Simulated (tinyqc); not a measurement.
Strain, valley repopulation and piezoresistance in a many-valley conduction band. Changing the temperature T. Computed by tinyqc, a small Python program. Command: `OMP_NUM_THREADS=1 python tinyqc.py 3023086 3023087 out.jsonl valleys sweep`. One thread of a shared host (Intel(R) Xeon(R) Processor @ 2.30GHz), about 0.05 s of CPU time with the checks.

Valleys are ellipsoids with mass m_l along the axis a and m_t across it, parabolic, with one constant relaxation time; strain shifts the valleys and leaves the masses alone. Currents are taken along [100], in the plane, and along [001], across the plane.

Inputs (values chosen for the exercise, modelled on germanium):
```
quantity                               value    unit
longitudinal mass m_l                   1.63     m_0
transverse mass m_t                    0.084     m_0
shear deformation potential Xi_u        16.4      eV
dilation deformation potential Xi_d     -4.3      eV
C11                                      127     GPa
C12                                     47.6     GPa
C44                                     67.3     GPa
stress X (tension positive)             1100     MPa
electron density n                   3.7e+18  1/cm^3
relaxation time tau                      150      fs
```

Valley axes: <111> (4 valleys). Load: biaxial in the (001) plane.

Constants: k_B = 8.617333262e-05 eV/K; m_0 = 9.1093837015e-31 kg; k_B = 1.380649e-23 J/K; hbar = 1.054571817e-34 J s; e = 1.602176634e-19 C.

Method:
- Compliances S11 = (C11 + C12)/((C11 - C12)(C11 + 2 C12)), S12 = -C12/((C11 - C12)(C11 + 2 C12)), S44 = 1/C44; stress sigma_xx = sigma_yy = X, all else 0; e_xx = S11 sigma_xx + S12 (sigma_yy + sigma_zz), e_xy = S44 sigma_xy/2 (tensor strain).
- Herring-Vogt shift of a valley with unit axis a: dE = Xi_d tr(e) + Xi_u a.e.a.
- Each of the 4 valleys holds n_v = N_v (2/sqrt(pi)) F_1/2((E_F - dE_v)/(k_B T)), N_v = 2 (m_d k_B T/(2 pi hbar^2))^(3/2), m_d = (m_l m_t^2)^(1/3); E_F solves sum n_v = n and is counted from the unstrained edge.
- F_j(eta) = int_0^infinity x^j/(1 + exp(x - eta)) dx, without a gamma-function factor. It is evaluated after integrating by parts.
- Integrals over x = E/(k_B T) use 160 Gauss-Legendre points in u = sqrt(x) from 0 to sqrt(max(eta, 0) + 32).
- Mobility tensor mu = e tau sum_v (n_v/n) [1/m_t + (1/m_l - 1/m_t) a a^T]; unstrained mu_0 = e tau (1/m_l + 2/m_t)/3; resistivity along d from the inverse tensor, rho_d = d.mu^-1.d/(n e), mobility along d = 1/(d.mu^-1.d); gauge pi_d = (rho_d/rho_0 - 1)/X.
- With eta_0 the reduced Fermi level without strain, r = F_-1/2(eta_0)/(2 F_1/2(eta_0)) (1 for a classical gas) and c = r (Xi_u/k_B T) (m_l - m_t)/(2 m_l + m_t): pi44 = -c S44/3, pi11 = pi12 = 0.

One run for each value; columns: (1) temperature T (K); (2) pi44 (1e-11/Pa); (3) degeneracy factor r; (4) resistance change along the first direction (%); (5) resistance change along the second direction (%):
```
(1)      (2)      (3)  (4)  (5)
50   -337.72  0.38748    0    0
71   -310.34  0.50561    0    0
100  -271.99  0.62413    0    0
150  -217.66  0.74920    0    0
210  -172.33  0.83045    0    0
290  -133.39  0.88764    0    0
420   -96.71  0.93202    0    0
600   -69.65  0.95894    0    0
```

Over the rows, pi44 (1e-11/Pa) rises from -338 to -69.6 (exponent d ln y / d ln x -0.24 between the first rows and -0.92 between the last); degeneracy factor r rises from 0.387 to 0.959 (exponent d ln y / d ln x 0.76 between the first rows and 0.080 between the last); resistance change along the first direction (%) does not change. Repopulation depends on the splitting over k_B T (over E_F when r is small). This load shifts all valleys alike, so the resistance does not change.
